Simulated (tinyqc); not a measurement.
Gated two-dimensional channel with two bands, quantum capacitance: two steps of the calculation.

phi is the Fermi level above the lowest band edge, in volts; Vg is counted from the gate voltage at which an empty channel would have phi = 0. The channel has no thickness; trap charge is -q Dit phi.

Parameters, values chosen for the exercise; lowest band close to that of monolayer WSe2:
```
symbol,value,unit,meaning
T,300,K,temperature
eox,7.68,,relative permittivity of the gate insulator (close to silicon nitride)
tox,26,nm,insulator thickness
md,0.364,m0,in-plane mass
gv,2,,valley degeneracy
m2,0.47,m0,"in-plane mass of a second band, chosen freely"
g2,2,,"valley degeneracy of that band, chosen freely"
E2,0.31,eV,second band edge above the first
Dit,0,cm^-2 eV^-1,density of traps
Vg,0.55,V,gate voltage
```

Constants: q = 1.602176634e-19 C, kB = 1.380649e-23 J/K, hbar = 1.054571817e-34 J s, m0 = 9.1093837015e-31 kg, Vt = kB T/q, eps0 = 8.8541878128e-14 F/cm where lengths are in cm. Results are converted to the units shown.

Question 1. Gate capacitance. Cox = eps0 eox/tox.

Find: Cox.

Answer 1.

Cox = 0.2615 uF/cm^2

Question 2. New phi. D1 = gv md m0 q/(pi hbar^2), D2 = g2 m2 m0 q/(pi hbar^2) per eV; n1 = D1 Vt ln(1 + exp(phi/Vt)), n2 = D2 Vt ln(1 + exp((phi - E2)/Vt)), n = n1 + n2; Cq = q dn/dphi = q [D1/(1 + exp(-phi/Vt)) + D2/(1 + exp((E2 - phi)/Vt))]. Newton: f = phi + q (n + Dit phi)/Cox - Vg, phi(new) = phi - f/(1 + (Cq + q Dit)/Cox).

phi at the start = 0.01 V
Cox = 0.26153909 uF/cm^2

Wanted: n1; n2; Cq; f; phi after iteration 1.

Answer 2.

n1 = 7.116e12 cm^-2
n2 = 9.263e7 cm^-2
Cq = 29.02 uF/cm^2
f = 3.819 V
phi after iteration 1 = -0.02412 V

tinyqc, about 0.01 s, one thread, Intel Xeon 2.30GHz (shared host): `OMP_NUM_THREADS=1 python tinyqc.py 2200127 2200128 out.jsonl`
